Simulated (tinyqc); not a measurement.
# Undoped gate-all-around wire MOSFET, analytic charge model: several studies

An undoped round wire of radius R under an insulator shell and a surrounding gate; long channel, electrons only, n = ni exp((psi - V)/Vt) with V the quasi-Fermi potential (0 at the source, Vd at the drain), constant mobility, no quantisation. The radial Poisson equation gives n(r) = n(0)/(1 - (1 - b) r^2/R^2)^2 with b = Q0/(Q + Q0). Q is the electron charge per area of the wire surface.

Inputs (values chosen for the exercise); material values close to those of silicon: temperature T = 300 K; band gap Eg = 1.12 eV; relative permittivity of the semiconductor eps_r = 11.7; conduction-band density of states at T Nc = 2.8e19 cm^-3; valence-band density of states at T Nv = 2.63e19 cm^-3; relative permittivity of the gate insulator eox = 24.3; insulator thickness tox = 10 nm; wire radius R = 10 nm; gate work function less that of the intrinsic body dphi = 0.09 V; channel mobility mu = 540 cm^2/(V s); gate length L = 0.2 um; drain voltage Vd = 0.05 V.

Constants: q = 1.602176634e-19 C, kB = 1.380649e-23 J/K, Vt = kB T/q, eps0 = 8.8541878128e-14 F/cm where lengths are in cm. Results are converted to the units shown.

Each table varies one quantity; the others keep the values above.

## Effect of the insulator thickness

ni = sqrt(Nc Nv) exp(-Eg/(2 Vt)), Eg in volts; Cox = eps0 eox/(R ln(1 + tox/R)); Q0 = 4 eps0 eps_r Vt/R; V0 = dphi + Vt ln[8 eps0 eps_r Vt/(q ni R^2)]. Q solves Vg - V0 - V = Q/Cox + Vt ln(Q/Q0) + Vt ln(1 + Q/Q0). I = mu (2 pi R/L)[2 Vt (Qs - Qd) + (Qs^2 - Qd^2)/(2 Cox) + Vt Q0 ln((Qd + Q0)/(Qs + Q0))], with Qs at V = 0 and Qd at V = Vd.  I(low) is taken at Vg = 0.32 V, Qs and I(high) at Vg = 1.07 V.

The same in every row: V0 (V) = 0.5722.

Results:
```
tox (nm),I(low) (nA),Qs(high) (nC/cm^2),I(high) (uA)
3.3,0.02332,2516,19.96
4.8,0.02332,1907,15.17
6.9,0.02332,1477,11.77
14,0.02332,940.5,7.518
21,0.02332,748.9,5.995
30,0.02332,624.8,5.007
```

Estimate the missing row, tox = 10 nm.

Computed row:
```
tox (nm),I(low) (nA),Qs(high) (nC/cm^2),I(high) (uA)
10,0.02332,1156,9.230
```

With this row back in the table: As tox goes from 3.3 to 30 nm, I(low) stays near 0.0233 nA and I(high) falls from 20.0 to 5.01 uA. On average I(low) is independent of tox and I(high) goes as tox^(-0.63). Below threshold no voltage drops over the insulator in this long-channel model, so its thickness does not matter there. In every row the surface density at the source at the higher gate voltage passes 0.3 Nc, where Boltzmann statistics fail.

## Output curve

Same model as above.

I = mu (2 pi R/L)[2 Vt (Qs - Qd) + (Qs^2 - Qd^2)/(2 Cox) + Vt Q0 ln((Qd + Q0)/(Qs + Q0))], with Qs at V = 0 and Qd at V = Vd.

In this table Vg = 0.87 V.

Output curve:
```
Vd (V),Qd (nC/cm^2),Qd/Qs,I (uA)
0.06,481.03,0.76599,5.6377
0.11,365.44,0.58193,9.2225
0.16,258.57,0.41175,11.862
0.22,146.92,0.23396,13.907
0.27,73.961,0.11778,14.828
0.32,26.287,0.041859,15.234
0.38,4.0833,0.0065022,15.361
0.43,0.63589,0.0010126,15.377
0.48,0.093014,1.4812e-4,15.380
```

The current rises from 5.64 to 15.4 uA, while the charge at the drain end falls from 0.77 to 1.5e-4 of that at the source. The current first comes within 1 % of its last value at Vd = 0.32 V among the rows. Over the last rows Qd falls by a factor of e for each Vt of drain voltage: the drain end is in weak inversion. In every row the surface density at the source passes 0.3 Nc, where Boltzmann statistics fail. For Vd = 0.16 to 0.48 V mu V/L, with V the smaller of Vd and Vg - V0, passes 3e6 cm/s, so velocity saturation would lower the current.

## Effect of the gate work function less that of the intrinsic body

Same model as above.

Effect of the gate work function less that of the intrinsic body:
```
dphi (V),V0 (V),I(low) (nA),Qs(high) (nC/cm^2),I(high) (uA)
-0.06,0.4222,7.531,1574,12.76
-0.01,0.4722,1.112,1434,11.57
0.04,0.5222,0.1612,1294,10.39
0.09,0.5722,0.02332,1156,9.230
0.14,0.6222,0.003371,1020,8.086
0.19,0.6722,4.873e-4,886.5,6.962
0.24,0.7222,7.044e-5,755.5,5.865
```

What does the comparison show?

As dphi goes from -0.06 to 0.24 V, I(low) falls from 7.53 to 7.04e-5 nA and I(high) falls from 12.8 to 5.86 uA. V0 rises from 0.422 to 0.722 V. In every row the surface density at the source at the higher gate voltage passes 0.3 Nc, where Boltzmann statistics fail.

Numbers from tinyqc (`OMP_NUM_THREADS=1 python tinyqc.py 2460119 2460120 out.jsonl`; about 0.03 s on one thread of a shared Intel Xeon 2.30GHz).
